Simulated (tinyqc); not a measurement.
Inside a calculation (part 2 of 2). Method: RKS/exchange-only LDA in the 3-21g basis, for H3+, spin multiplicity 1. Computed by tinyqc, a small Python program that keeps every step (integrals from PySCF). Command: `OMP_NUM_THREADS=1 python tinyqc.py 24519 24520 out.jsonl` (the two numbers bound the seeds that draw the settings). One thread of a shared host (Intel(R) Xeon(R) Processor @ 2.60GHz), about 0.2 s of CPU time with the checks.

Geometry (angstrom):
```
atom       x       y       z
H     0.0000  0.0000  0.0000
H     0.0000  0.0000  1.0470
H     0.0000  0.9980  0.5240
```

## Convergence

Stop when the energy changes by less than 1e-08 hartree and every element of the error matrix X^T (F D S - S D F) X is below 3e-05.

Course of the cycle:
```
iteration  E (hartree)     change  largest element of the error matrix
1            -1.078771          -                             1.74e-01
2            -1.123806  -4.50e-02                             9.33e-02
3            -1.145573  -2.18e-02                             4.98e-02
4            -1.156220  -1.06e-02                             2.65e-02
5            -1.161475  -5.26e-03                             1.41e-02
6            -1.164084  -2.61e-03                             7.53e-03
7            -1.165382  -1.30e-03                             4.02e-03
8            -1.166030  -6.48e-04                             2.15e-03
9            -1.166353  -3.23e-04                             1.15e-03
10           -1.166515  -1.62e-04                             6.14e-04
11           -1.166596  -8.08e-05                             3.28e-04
12           -1.166636  -4.04e-05                             1.76e-04
13           -1.166656  -2.02e-05                             9.41e-05
14           -1.166666  -1.01e-05                             5.04e-05
15           -1.166671  -5.05e-06                             2.70e-05
16           -1.166674  -2.52e-06                             1.45e-05
17           -1.166675  -1.26e-06                             7.75e-06
18           -1.166676  -6.31e-07                             4.15e-06
19           -1.166676  -3.15e-07                             2.22e-06
20           -1.166676  -1.58e-07                             1.19e-06
21           -1.166676  -7.88e-08                             6.39e-07
22           -1.166676  -3.94e-08                             3.43e-07
23           -1.166676  -1.97e-08                             1.84e-07
24           -1.166677  -9.85e-09                             9.85e-08
```

PySCF RKS in the same basis, fine grid = -1.166589 hartree

Converged in 24 iterations. The coarse grid moves the energy by -8.75e-05 hartree.

## Populations, bond orders and dipole

D after iteration 24, order 1H 1s, 1H 2s, 2H 1s, 2H 2s, 3H 1s, 3H 2s:
$$\begin{pmatrix}
0.1329 & 0.1106 & 0.1329 & 0.1106 & 0.1265 & 0.1094 \\
0.1106 & 0.0921 & 0.1106 & 0.0921 & 0.1053 & 0.0910 \\
0.1329 & 0.1106 & 0.1329 & 0.1106 & 0.1266 & 0.1094 \\
0.1106 & 0.0921 & 0.1106 & 0.0921 & 0.1053 & 0.0910 \\
0.1265 & 0.1053 & 0.1266 & 0.1053 & 0.1205 & 0.1042 \\
0.1094 & 0.0910 & 0.1094 & 0.0910 & 0.1042 & 0.0900
\end{pmatrix}$$

overlap S, order 1H 1s, 1H 2s, 2H 1s, 2H 2s, 3H 1s, 3H 2s:
$$\begin{pmatrix}
1.0000 & 0.6459 & 0.1725 & 0.3573 & 0.1322 & 0.3252 \\
0.6459 & 1.0000 & 0.3573 & 0.6987 & 0.3252 & 0.6599 \\
0.1725 & 0.3573 & 1.0000 & 0.6459 & 0.1324 & 0.3254 \\
0.3573 & 0.6987 & 0.6459 & 1.0000 & 0.3254 & 0.6602 \\
0.1322 & 0.3252 & 0.1324 & 0.3254 & 1.0000 & 0.6459 \\
0.3252 & 0.6599 & 0.3254 & 0.6602 & 0.6459 & 1.0000
\end{pmatrix}$$

Mulliken: Z minus the diagonal of D S on the atom; Loewdin: the same with S^(1/2) D S^(1/2); Mayer order: 2 sum_s sum (D(s) S)_ij (D(s) S)_ji over the two atoms.

Charges (e):
```
atom  Mulliken  Loewdin
1H      0.3193   0.3185
2H      0.3191   0.3182
3H      0.3616   0.3633
```

Mayer bond orders:
```
pair   order
2-1   0.4635
3-1   0.4345
3-2   0.4347
```

dipole moment about the origin, x y z (debye): [0.0000, 1.7415, 2.5147]
